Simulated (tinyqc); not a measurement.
Kinetics of strain relaxation and threading dislocations in mismatched semiconductor layers: one step, computed by the program tinyqc.

60-degree dislocations on {111} planes of a (001) layer, isotropic elasticity. The Schmid factor is 1/sqrt(6), and a misfit segment relieves strain with b/2.

Problem. Relaxation in the anneal. Excess resolved stress tau = (1/sqrt 6) [2 G (1 + nu)/(1 - nu)] (e - e_eq), e_eq = b (1 - nu/4) [ln(h/b) + 1]/(4 pi (1 + nu) h), the Matthews-Blakeslee strain of an uncapped layer; glide velocity v = v0 tau exp(-Q/(k_B T)), tau in MPa. Threads run in two directions, so de/dt = -(b/4) rho v, with rho fixed. With x = e - e_eq, x0 = f - e_eq (fully strained at t = 0) and v = m S x (m the mobility, S x = tau): x = x0 exp(-t/t_r), t_r = 4/(b rho_0 m S). The half time is that at which x = x0/2.

Inputs (values chosen for the exercise, modelled on In(0.2)Ga(0.8)As on GaAs):

| quantity | value | unit |
|---|---|---|
| misfit f | 0.0134 | - |
| shear modulus G | 45.6 | GPa |
| Poisson ratio nu | 0.32 | - |
| Burgers vector b | 4.05 | angstrom |
| anneal temperature T | 663 | K |
| anneal time t | 2800 | s |
| initial thread density rho_0 | 24000 | 1/cm^2 |
| multiplication constant delta | 4600 | 1/m |

Sources: fixed density of threads.

mobility v/tau = 9.248099e-07 m/s per MPa

equilibrium strain e_eq = 0.002378311

Give: strain left e; share of the excess strain relieved; thread density; half time.

Solution.

strain left e = 0.002495

share of the excess strain relieved = 98.94 %

thread density = 24000 1/cm^2

half time = 426.8 s

Most of the excess strain is gone. The misfit lines laid down are 0.019 micrometre apart. Caution: blocking of threads by crossing misfit lines, left out here, leaves real layers with more strain.
